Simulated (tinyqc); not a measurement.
From results back to parameters: effective mass of the light-hole band from tabulated energies. Three cases, with inputs chosen for the exercise.

Problem. A band follows E (1 + alpha E) = c k^2/m, c = hbar^2/2m0. Its energies at two wave vectors are given.

Constants: hbar^2/2m0 = 3.80998211 eV angstrom^2.

Case 1.

Values chosen (out of a larger set: band of an eight-band Kane model near InSb; not measured data): k12 = (0.00288, 0.00768) 1/angstrom (two wave vectors).

energies (meV): 2.06009  13.83631

Case 2.

Values chosen (out of a larger set: band of an eight-band Kane model near GaAs; not measured data): k12 = (0.0147, 0.0392) 1/angstrom (two wave vectors).

energies (meV): 9.03001  59.49874

Case 3.

Values chosen (out of a larger set: band of an eight-band Kane model near InAs; not measured data): k12 = (0.0105, 0.028) 1/angstrom (two wave vectors).

energies (meV): 15.29386  86.90671

Find: y = c k^2/E; m; alpha.
Solution. y = m + m alpha E is a straight line through the two points.

Case 1.

y = c k^2/E (m0): 0.01534  0.01624
m = 0.0152 m0
alpha = 5.04 1/eV

Case 2.

y = c k^2/E (m0): 0.09117  0.09840
m = 0.0899 m0
alpha = 1.59 1/eV

Case 3.

y = c k^2/E (m0): 0.02747  0.03437
m = 0.0260 m0
alpha = 3.71 1/eV

Computed by tinyqc, one run a case: `OMP_NUM_THREADS=1 python tinyqc.py N N+1 out.jsonl` with N = 1850173, 1850189, 1850446; one thread of a shared Intel(R) Xeon(R) Processor @ 2.30GHz, about 0.01 s a run at most.
